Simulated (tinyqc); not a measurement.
Threshold-voltage variability of a planar MOSFET, analytic estimates: two steps of the calculation.

Three independent sources add in quadrature: random dopants in the depleted layer, metal-gate grains of two orientations, and roughness of the two gate edges acting through the roll-off VT = VT(long) - Vr exp(-L/l). These are first-order estimates: no three-dimensional electrostatics, no percolation.

Inputs (values chosen for the exercise); material values close to those of silicon:
```
symbol,value,unit,meaning
L,45,nm,gate length
W,130,nm,gate width
G,5,nm,metal grain size
dW,0.1,eV,work-function difference of the two grain orientations
p,0.4,,share of the orientation of higher work function
De,1.9,nm,rms roughness of one gate edge
La,15,nm,correlation length of the roughness
l,7.7,nm,decay length of the threshold roll-off
Vr,2.4,V,prefactor of the roll-off
Nb,8388608,,number of cells
Y,0.99,,wanted yield
```

Problem 1. Metal grains and edge roughness. Grains: Ng = L W/G^2 (at least 1), s2 = dW sqrt(p (1 - p)/Ng). Edges, with exponential correlation and u = W/La: the mean gate length has sL^2 = 2 De^2 (2/u)[1 - (1 - exp(-u))/u]; s3 = sL (Vr/l) exp(-L/l).

Find: Ng; s2; sL; dVT/dL; s3.

Solution 1.

Ng = 234.0
s2 = 3.203 mV
sL = 1.214 nm
dVT/dL = 0.9029 mV/nm
s3 = 1.096 mV

Problem 2. Margin in standard deviations for the wanted yield. Cells fail independently with probability Q(k) = erfc(k/sqrt(2))/2 when the margin is k standard deviations, and Y = exp(-Nb Q(k)). phi = exp(-k^2/2)/sqrt(2 pi). Newton steps on ln Q(k) = ln(-ln(Y)/Nb): k(new) = k + [ln Q - ln(-ln(Y)/Nb)] Q/phi.

k at the start = 3

Find: Q(k); phi; k after iteration 1.

Solution 2.

Q(k) = 0.001350
phi = 0.004432
k after iteration 1 = 7.244

Program tinyqc, `OMP_NUM_THREADS=1 python tinyqc.py 2090030 2090031 out.jsonl`; Intel Xeon 2.30GHz, shared host, one thread, about 0.01 s.
